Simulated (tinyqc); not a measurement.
From active fraction back to anneal temperature T_a: solid solubility of a dopant against its melt (retrograde solidus), clustering and the electrically active fraction. Computed by tinyqc, a small Python program. Command: `OMP_NUM_THREADS=1 python tinyqc.py 3021884 3021885 out.jsonl retro inv`. One thread of a shared host (Intel(R) Xeon(R) Processor @ 2.30GHz), about 0.02 s of CPU time with the checks.

Inputs (values chosen for the exercise):

| quantity | value | unit |
|---|---|---|
| total dopant density N_t | 1.4e+21 | 1/cm^3 |
| atoms per cluster m | 2 | - |
| cluster scale N* at 1273 K | 2.3e+20 | 1/cm^3 |
| activation energy E_b of the cluster scale | 0.34 | eV |
| prefactor of n_i | 3.95e+16 | 1/(cm^3 K^1.5) |
| energy E_i in n_i | 0.607 | eV |
| mobility mu | 40 | cm^2/(V s) |

Clustering: clusters that take up free electrons.

Constants: k_B = 8.617333262e-05 eV/K; e = 1.602176634e-19 C.

Method. A highly soluble donor (another dopant than that of the solidus) is limited by clustering. Donors N_a are active, and clusters hold m atoms each: N_t = N_a + m C, m C = N* (N_a/N*)^m (n/N*)^m, each atom taking one electron, n = N_a/2 + sqrt(N_a^2/4 + n_i^2), n_i = prefactor x T^1.5 exp(-E_i/(k_B T)), with N*(T) = N*(1273 K) exp[-(E_b/k_B)(1/T - 1/1273)]. Resistivity = 1/(e mu N_a).

Problem. A run gave the result below. Find the anneal temperature T_a, known to lie between 760 and 1400 K.

active fraction = 0.2457016

Solution.

Each step takes the trial c = (a f_b - b f_a)/(f_b - f_a), f being the result less the target and a, b, c the logarithms of the listed values; c replaces end b, the old b replaces a if the sign of f changed, and otherwise f_a is halved.

Scan of the range:

| anneal temperature T_a (K) | active fraction |
|---|---|
| 760 | 0.053009 |
| 841 | 0.076642 |
| 932 | 0.107157 |
| 1030 | 0.143451 |
| 1140 | 0.186825 |
| 1260 | 0.235525 |
| 1400 | 0.292103 |

False position (Illinois rule, in the logarithm of the input) inside the bracket:

| step | end a | end b | trial | active fraction |
|---|---|---|---|---|
| 1 | 1260.00 | 1400.00 | 1284.11 | 0.245338 |
| 2 | 1400.00 | 1284.11 | 1284.97 | 0.245689 |
| 3 | 1400.00 | 1284.97 | 1285.03 | 0.245713 |
| 4 | 1284.97 | 1285.03 | 1285.00 | 0.245702 |

Active fraction rises at every point of a 13-point scan of the range (every second point is shown), so one value fits; it is bracketed by 1260 and 1400. Answer: anneal temperature T_a = 1285 K.

Caution: this clustering law is a generic form; degeneracy and a doping-dependent mobility are left out.
